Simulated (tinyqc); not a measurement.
Inside a calculation. Method: RHF in the sto-3g basis, for H3+, spin multiplicity 1. One step of it, computed by the program tinyqc.

Problem. Iteration 1: diagonalisation and new density. Diagonalise F' = X^T F X, C = X C', fill 1 alpha and 1 beta electrons from the bottom; D = 2 C_occ C_occ^T. Each column has its largest component positive (the first on a tie).

Fock matrix F (hartree), lower triangle:
```
           1H 1s      2H 1s      3H 1s
1H 1s  -0.878555
2H 1s  -0.725957  -0.613219
3H 1s  -0.725957  -0.339108  -0.613219
```

X:
```
               1          2         3
1H 1s   1.381521   0.000000  0.488814
2H 1s  -0.880268   0.773639  0.383580
3H 1s  -0.880268  -0.773639  0.383580
```

Give: F' = X^T F X; orbital energies; coefficients C; D after iteration 1.

Solution.

F' = X^T F X (hartree), lower triangle:
```
         1        2        3
1   0.3787
2   0.0000  -0.3281
3  -0.0948   0.0000  -1.0346
```

orbital energies (hartree): MO1 -1.0410, MO2 -0.3281, MO3 0.3850

coefficients C:
```
          MO1      MO2      MO3
1H 1s  0.5798   0.0000   1.3459
2H 1s  0.3240   0.7736  -0.9039
3H 1s  0.3240  -0.7736  -0.9039
```

D after iteration 1, lower triangle:
```
        1H 1s   2H 1s   3H 1s
1H 1s  0.6724
2H 1s  0.3758  0.2100
3H 1s  0.3758  0.2100  0.2100
```
